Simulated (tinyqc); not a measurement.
Inside a calculation: linear model of a band gap against the share of exact exchange. Values are carried at full precision from step to step, so a last printed digit may differ when a step is redone from the rounded ones.

E(alpha) = E0 + S alpha. A wider gap screens less, modelled in the Penn form eps(alpha) = 1 + (e0 - 1)(EP/(EP + S alpha))^2 with a scale EP chosen for the exercise. A dielectric-dependent hybrid takes alpha = 1/eps.

Inputs chosen for the exercise (of the order of those of MgO; shifted at random, so the results belong to these values and not to a real crystal): E0 = 4.78 eV (gap of the semi-local functional); S = 9.52 eV (slope dE/d(alpha)); e0 = 3.39 (optical dielectric constant at alpha = 0); EP = 25.6 eV (energy scale of the screening); Et = 7.75 eV (target gap); a_start = 0.1 (starting alpha); fv = 0.67 (share of the opening taken by the valence edge); Ed = 1 eV (defect level above the semi-local valence top); cd = 0 (shift of the level per unit opening, on the scale of the mean potential).

## Fixed shares

Gap, error against the target and eps for alpha = 0, 0.25 and 1/e0; and the alpha that meets the target, (Et - E0)/S.

Results:
```
alpha,E (eV),E - Et (eV),eps
0.0000,4.780,-2.970,3.390
0.2500,7.160,-0.590,3.001
0.2950,7.588,-0.162,2.941
```

alpha for the target = 0.3120

A quarter of exact exchange falls short of the target by 0.59 eV: the material needs 0.312, and 1/e0 = 0.295 lies closer to it than 0.25 does.

## Self-consistent share

Iterate alpha -> 1/eps(alpha) seven times from a_start. The fixed point solves alpha eps(alpha) = 1; the contraction factor there is 2 (eps - 1) S/((EP + S alpha) eps^2).

Iterates:
```
step,alpha,eps,E (eV)
0,0.10000,3.2217,5.7320
1,0.31040,2.9209,7.7350
2,0.34236,2.8807,8.0392
3,0.34714,2.8747,8.0848
4,0.34786,2.8738,8.0916
5,0.34797,2.8737,8.0926
6,0.34798,2.8737,8.0928
7,0.34798,2.8737,8.0928
```

fixed point = 0.34799
contraction factor = 0.1494

The factor is positive, so the iterates approach from one side, the error shrinking to 0.15 of itself each step; the gap is within 0.01 eV of its limit from step 3. Self-consistency moves the gap by +0.505 eV against the one-shot choice 1/e0, since a wider gap screens less.

## Band edges and a deep level

The opening c = S alpha lowers the valence top by fv c and raises the conduction edge by (1 - fv) c, both against the mean potential; the level moves by cd c. Use the fixed point. Compare with stretching the level in proportion to the gap and with pinning it to either edge.

opening c = 3.313 eV

shifts of the valence and conduction edges (eV): -2.220  1.093

level above the valence top = 3.220 eV
level below the conduction edge = 4.873 eV

level above the valence top: stretched, tied to the valence edge, tied to the conduction edge (eV): 1.693  1.000  4.313

The three recipes err by -1.53, -2.22 and +1.09 eV against alignment through the mean potential. A localised level with cd = 0 stays put while the edges move away from it.

## Checks

- Fixed point by bisection against 60 substitutions: both 0.34799.

(tinyqc, `OMP_NUM_THREADS=1 python tinyqc.py 1880291 1880292 out.jsonl`, Intel(R) Xeon(R) Processor @ 2.30GHz, 1 thread, shared host, about 0.01 s.)
